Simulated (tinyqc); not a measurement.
# True capacitance, leakage and series resistance from two frequencies

Problem. A capacitance C in parallel with G and in series with Rs is measured as Cp and D = Gp/(w Cp) at two frequencies. The series reading Cs = Cp (1 + D^2) equals C + G^2/(w^2 C), and Re Z = D/(w Cp (1 + D^2)) = Rs + G/(G^2 + w^2 C^2). Find C, G and Rs.

f (Hz): [1e5, 1e6]
Cp (pF): [1.42542083, 1.42541630]
D: [2.92293816, 0.294068998]

Answer. w^2 Cs = w^2 C + G^2/C is a straight line in w^2 with slope C; the intercept gives G, and the real part then gives Rs.

C = 1.427 pF
G = 2.619 uS
Rs = 200.0 ohm

Computed by the program tinyqc: `OMP_NUM_THREADS=1 python tinyqc.py 2022033 2022034 out.jsonl`, one thread of a shared Intel Xeon 2.30GHz, about 0.01 s for the whole run.
